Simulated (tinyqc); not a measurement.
Extrapolating accelerated tests: lateral field, substrate current, probability of reaching the oxide barrier and hot-carrier lifetime of a silicon transistor (pseudo-two-dimensional and lucky-electron models). Computed by tinyqc, a small Python program. Command: `OMP_NUM_THREADS=1 python tinyqc.py 3029508 3029509 out.jsonl hotcar walk`. One thread of a shared host (Intel(R) Xeon(R) Processor @ 2.30GHz), about 0.01 s of CPU time with the checks.

Local-field models: a lucky carrier gains its energy at the peak field over a path free of collisions. Voltages are magnitudes.

Inputs (values chosen for the exercise, modelled on a silicon n-channel):
```
quantity                             value                      unit
channel length L                       330                        nm
oxide thickness t                      6.9                        nm
junction depth x_j                      52                        nm
mobility mu                            290                cm^2/(V s)
saturation velocity v_s               0.79                  1e7 cm/s
threshold voltage V_T                 0.59                         V
gate voltage V_G                      0.98                         V
drain voltage V_D                      1.9                         V
ionisation prefactor A_i           2.2e+06                      1/cm
ionisation field B_i                  1.69                     MV/cm
hot-carrier mean free path lambda      7.5                        nm
oxide barrier phi_b                    3.1                        eV
interface-trap threshold phi_it        3.8                        eV
lifetime constant H                    800  s microampere/micrometre
```

Drain: abrupt.

Constants: eps_0 = 8.8541878128e-12 F/m.

Method:
- C_ox = 3.9 eps_0/t; F_sat = 2 v_s/mu; V_Dsat = V_ov F_sat L/(V_ov + F_sat L), V_ov = V_G - V_T; I_D/W = C_ox v_s (V_ov - V_Dsat).
- Scale length l = 0.22 t^(1/3) x_j^(1/2) (all in cm); F_m = sqrt(((V_D - V_Dsat)/l_e)^2 + F_sat^2), with l_e = l; length of the velocity-saturated region l_e ln((V_D - V_Dsat)/(l_e F_sat) + F_m/F_sat).
- Substrate current I_sub/I_D = (A_i/B_i)(V_D - V_Dsat) exp(-B_i/F_m); probability of reaching the oxide barrier exp(-phi_b/(e lambda F_m)); lifetime tau = (H/(I_D/W)) exp(phi_it/(e lambda F_m)).
- V_10 solves tau = 3.156e8 s at the given V_G. The extrapolation fits ln(tau) against 1/V_D at 1, 1.08, 1.16 and 1.25 times the given V_D (rounded to 3 digits) by least squares and reads off the same tau.

V_Dsat = 0.320482 V

Stress points:
```
V_D (V)  1/V_D (1/V)     tau (s)
1.90         0.52632  3.7050e+07
2.05         0.48780  1.1218e+07
2.20         0.45455  4.0896e+06
2.38         0.42017  1.4729e+06
```

ten-year drain voltage V_10 = 1.6859 V

V_10 from the 1/V_D extrapolation = 1.6745 V

The extrapolation is 11 mV below the true value: ln(tau) is nearly linear in 1/(V_D - V_Dsat), not in 1/V_D, so the straight line errs on the safe side when one extrapolates down. At V_10 the available energy e V_D is below phi_it, so the model understates the lifetime there.

Extremes, crossings and ranges named in words are read from the listed rows.
